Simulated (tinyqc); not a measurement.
Finite-difference solution of the diffusion equation on a small grid: one step, computed by the program tinyqc.

dC/dt = D d2C/dx2 on nodes x_j = j dx, j = 0..9; the far end is sealed.

Problem. Time step 1. With r = D dt/dx^2: (1 - theta r M) C(new) = (1 + (1 - theta) r M) C(old); theta = 0 explicit, 1 implicit, 1/2 Crank-Nicolson.

Boundary at x = 0: sealed surface. Scheme: explicit.

operator M:
```
    0   1   2   3   4   5   6   7
0  -2   2   0   0   0   0   0   0
1   1  -2   1   0   0   0   0   0
2   0   1  -2   1   0   0   0   0
3   0   0   1  -2   1   0   0   0
4   0   0   0   1  -2   1   0   0
5   0   0   0   0   1  -2   1   0
6   0   0   0   0   0   1  -2   1
7   0   0   0   0   0   0   1  -2
8   0   0   0   0   0   0   0   1
9   0   0   0   0   0   0   0   0

    8   9
0   0   0
1   0   0
2   0   0
3   0   0
4   0   0
5   0   0
6   0   0
7   1   0
8  -2   1
9   2  -2
```

mesh ratio r = 0.1325

C at the start (%): 69.40  100.00  73.40  22.50  5.62  0.00  0.00  0.00  0.00  0.00

Give: C after step 1.

Solution.

C after step 1 (%): 77.50900  92.42100  70.18025  27.00765  7.11195  0.74465  0.00000  0.00000  0.00000  0.00000
